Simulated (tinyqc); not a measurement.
Worked calculation: Pariser-Parr-Pople SCF with singles CI, for the molecule c1cncc2cccc-2c1 (SMILES; centres numbered as the heavy atoms are written). One step of it, computed by the program tinyqc.

Task: PPP integrals. Ohno: gamma = 14.399645/sqrt(R^2 + a^2), a = 2 x 14.399645/(gamma_rr + gamma_ss); H_rr = -W_r - sum_(s != r) z_s gamma_rs; H_rs = beta for bonds.

Centres (angstrom, eV; a flat drawing with bonds scaled to 1.40 angstrom):
```
centre          x          y  core charge z          W   gamma_rr
1C       1.924000  -1.261000              1  11.160000  11.130000
2C       2.531000   0.000000              1  11.160000  11.130000
3N       1.924000   1.261000              1  14.100000  12.300000
4C       0.559000   1.573000              1  11.160000  11.130000
5C      -0.536000   0.700000              1  11.160000  11.130000
6C      -1.867000   1.133000              1  11.160000  11.130000
7C      -2.690000   0.000000              1  11.160000  11.130000
8C      -1.867000  -1.133000              1  11.160000  11.130000
9C      -0.536000  -0.700000              1  11.160000  11.130000
10C      0.559000  -1.573000              1  11.160000  11.130000
```

Resonance integrals (eV):
```
i    j       beta
1    2  -2.390000
2    3  -2.510000
3    4  -2.510000
4    5  -2.390000
5    6  -2.390000
6    7  -2.390000
7    8  -2.390000
8    9  -2.390000
9   10  -2.390000
10   1  -2.390000
9    5  -2.390000
```

Give: repulsion gamma_rs; core matrix H.

Result:

repulsion gamma_rs (eV), order 1C, 2C, 3N, 4C, 5C, 6C, 7C, 8C, 9C, 10C:
```
[[11.1300, 7.5553, 5.1325, 4.2336, 4.2332, 3.0857, 2.9060, 3.5930, 5.0783, 7.5533],
 [7.5553, 11.1300, 7.7308, 5.0793, 4.2333, 3.0493, 2.6771, 3.0493, 4.2333, 5.0793],
 [5.1325, 7.7308, 12.3000, 7.7286, 5.1306, 3.6113, 2.9157, 3.0973, 4.2633, 4.2638],
 [4.2336, 5.0793, 7.7286, 11.1300, 7.5527, 5.1715, 3.7552, 3.7327, 5.0786, 4.2331],
 [4.2332, 4.2333, 5.1306, 7.5527, 11.1300, 7.5548, 5.5206, 5.5199, 7.5539, 5.0786],
 [3.0857, 3.0493, 3.6113, 5.1715, 7.5548, 11.1300, 7.5528, 5.5185, 5.5199, 3.7327],
 [2.9060, 2.6771, 2.9157, 3.7552, 5.5206, 7.5528, 11.1300, 7.5528, 5.5206, 3.7552],
 [3.5930, 3.0493, 3.0973, 3.7327, 5.5199, 5.5185, 7.5528, 11.1300, 7.5548, 5.1715],
 [5.0783, 4.2333, 4.2633, 5.0786, 7.5539, 5.5199, 5.5206, 7.5548, 11.1300, 7.5527],
 [7.5533, 5.0793, 4.2638, 4.2331, 5.0786, 3.7327, 3.7552, 5.1715, 7.5527, 11.1300]]
```

core matrix H (eV), order 1C, 2C, 3N, 4C, 5C, 6C, 7C, 8C, 9C, 10C:
```
[[-54.5309, -2.3900, 0.0000, 0.0000, 0.0000, 0.0000, 0.0000, 0.0000, 0.0000, -2.3900],
 [-2.3900, -53.8470, -2.5100, 0.0000, 0.0000, 0.0000, 0.0000, 0.0000, 0.0000, 0.0000],
 [0.0000, -2.5100, -57.9739, -2.5100, 0.0000, 0.0000, 0.0000, 0.0000, 0.0000, 0.0000],
 [0.0000, 0.0000, -2.5100, -57.7253, -2.3900, 0.0000, 0.0000, 0.0000, 0.0000, 0.0000],
 [0.0000, 0.0000, 0.0000, -2.3900, -63.5374, -2.3900, 0.0000, 0.0000, -2.3900, 0.0000],
 [0.0000, 0.0000, 0.0000, 0.0000, -2.3900, -55.9566, -2.3900, 0.0000, 0.0000, 0.0000],
 [0.0000, 0.0000, 0.0000, 0.0000, 0.0000, -2.3900, -53.3159, -2.3900, 0.0000, 0.0000],
 [0.0000, 0.0000, 0.0000, 0.0000, 0.0000, 0.0000, -2.3900, -55.9499, -2.3900, 0.0000],
 [0.0000, 0.0000, 0.0000, 0.0000, -2.3900, 0.0000, 0.0000, -2.3900, -63.5153, -2.3900],
 [-2.3900, 0.0000, 0.0000, 0.0000, 0.0000, 0.0000, 0.0000, 0.0000, -2.3900, -57.5802]]
```
